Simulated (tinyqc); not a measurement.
Out-diffusion of a doped substrate or buried layer into a growing epitaxial film. Changing the growth temperature T. Computed by tinyqc, a small Python program. Command: `OMP_NUM_THREADS=1 python tinyqc.py 3008732 3008733 out.jsonl buried sweep`. One thread of a shared host (Intel(R) Xeon(R) Processor @ 2.30GHz), about 0.01 s of CPU time with the checks.

x is counted from the original substrate surface into the film, whose surface moves as x = v t. Substrate dopant has one diffusivity; the dopant of the film is taken as uniform.

Inputs (values chosen for the exercise, modelled on phosphorus in silicon):

| quantity | value | unit |
|---|---|---|
| prefactor D0 | 4.13 | cm^2/s |
| activation energy E | 3.69 | eV |
| substrate concentration C_s | 4e+18 | 1/cm^3 |
| film doping C_e | 3.9e+16 | 1/cm^3 |
| growth rate v | 0.062 | um/min |
| film thickness d | 2.9 | um |
| autodoping level at the start, as a share of C_s | 0.0009 | - |
| decay length of autodoping | 0.5 | um |
| later thermal budget (Dt)2 | 2.2e-12 | cm^2 |

Film doping: opposite type.

Constants: k_B = 8.617333262e-05 eV/K.

Method:
- D = D0 exp(-E/(k_B T)); growth time t = d/v; l = 2 sqrt(D t); growth number G = v t/l = d/l; 1 um = 1e-4 cm.
- Temperatures in kelvin are T(C) + 273.15.
- After growth and the later budget: l2 = 2 sqrt(D t + (Dt)2); C(x) = (C_s/2) erfc(x/l2) + share x C_s exp(-x/decay length) for x > 0 (autodoping taken as unchanged by the later budget). The transition x_t solves C(x) = C_e, the metallurgical junction.
- Usable film = d - x_t. Also give x_t for the erfc term alone, after growth and after the later budget.

One run for each value:

| growth temperature T (C) | x_t after growth, erfc alone (um) | x_t after the later budget, erfc alone (um) | x_t with autodoping (um) | growth number G |
|---|---|---|---|---|
| 900 | 0.0422 | 0.0646 | 0.0655 | 113.58 |
| 950 | 0.0889 | 0.1015 | 0.1028 | 53.87 |
| 1000 | 0.1768 | 0.1835 | 0.1854 | 27.09 |
| 1050 | 0.3338 | 0.3374 | 0.3400 | 14.35 |
| 1075 | 0.4507 | 0.4533 | 0.4561 | 10.63 |
| 1100 | 0.6018 | 0.6038 | 0.6065 | 7.96 |
| 1125 | 0.7953 | 0.7968 | 0.7992 | 6.02 |
| 1150 | 1.0407 | 1.0419 | 1.0438 | 4.60 |
| 1200 | 1.7342 | 1.7349 | 1.7357 | 2.76 |

Over the rows, x_t after growth, erfc alone (um) rises from 0.0422 to 1.73; x_t after the later budget, erfc alone (um) rises from 0.0646 to 1.73; x_t with autodoping (um) rises from 0.0655 to 1.74.

Caution (rows 900): the substrate doping is comparable to or above the intrinsic density at growth temperature, so the diffusivity may be higher on that side.
